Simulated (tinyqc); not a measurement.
Inside a calculation. Method: Luttinger-Kohn k.p, four valence bands. Computed by tinyqc, a small Python program that keeps every step. Settings: g1 = 4.78, g2 = 1.53, g3 = 2.09. Command: `OMP_NUM_THREADS=1 python tinyqc.py 30988 30989 out.jsonl` (the two numbers bound the seeds that draw the settings). One thread of a shared host (Intel(R) Xeon(R) Processor @ 2.60GHz), about 0.01 s of CPU time with the checks.

## Bloch Hamiltonian at k

Luttinger parameters chosen for this model; energies are counted downward from the top of the valence band:
```
parameter     value  unit
g1         4.780000
g2         1.530000
g3         2.090000
```

k point k (1/angstrom): [0.04000, 0.02400, -0.03900]

P = c g1 k^2, Q = c g2 (kx^2 + ky^2 - 2 kz^2), R = c sqrt3 [-g2 (kx^2 - ky^2) + 2i g3 kx ky], S = 2 c sqrt3 g3 (kx - i ky) kz, c = hbar^2/2m = 3.809982 eV angstrom^2; rows [P+Q, -S, R, 0], [-S*, P-Q, 0, R], [R*, 0, P-Q, S], [0, R*, S*, P+Q]. The path ends lie at |k| = 0.04 1/angstrom.

H(k) at k (eV), order 3/2, 1/2, -1/2, -3/2:
```
[[0.06228, 0.04303-0.02582i, -0.01034+0.02648i, 0.00000],
 [0.04303+0.02582i, 0.07238, 0.00000, -0.01034+0.02648i],
 [-0.01034-0.02648i, 0.00000, 0.07238, -0.04303+0.02582i],
 [0.00000, -0.01034-0.02648i, -0.04303-0.02582i, 0.06228]]
```

## Levels at k

Diagonalise the Hermitian matrix.

eigenvalues (eV): [0.00943, 0.00943, 0.12522, 0.12522]

## Bands along a path

The same steps at evenly spaced points between the labelled ones.

Bands along the path (eV):
```
k              band 1   band 2   band 3   band 4
[111]         0.00366  0.00366  0.05462  0.05462
[111]-G 0.20  0.00234  0.00234  0.03496  0.03496
[111]-G 0.40  0.00132  0.00132  0.01966  0.01966
[111]-G 0.60  0.00059  0.00059  0.00874  0.00874
[111]-G 0.80  0.00015  0.00015  0.00218  0.00218
G             0.00000  0.00000  0.00000  0.00000
G-[100] 0.20  0.00042  0.00042  0.00191  0.00191
G-[100] 0.40  0.00168  0.00168  0.00765  0.00765
G-[100] 0.60  0.00377  0.00377  0.01721  0.01721
G-[100] 0.80  0.00671  0.00671  0.03059  0.03059
[100]         0.01049  0.01049  0.04779  0.04779
```

## Hole masses

E = c [g1 k^2 -/+ 2 sqrt(g2^2 k^4 + 3 (g3^2 - g2^2)(kx^2 ky^2 + ky^2 kz^2 + kz^2 kx^2))] with c = hbar^2/2m, and m* = hbar^2 k^2 / (2 E).

Masses (electron masses):
```
direction    heavy    light
[100]      0.58140  0.12755
[110]      1.17652  0.11481
[111]      1.66667  0.11161
```
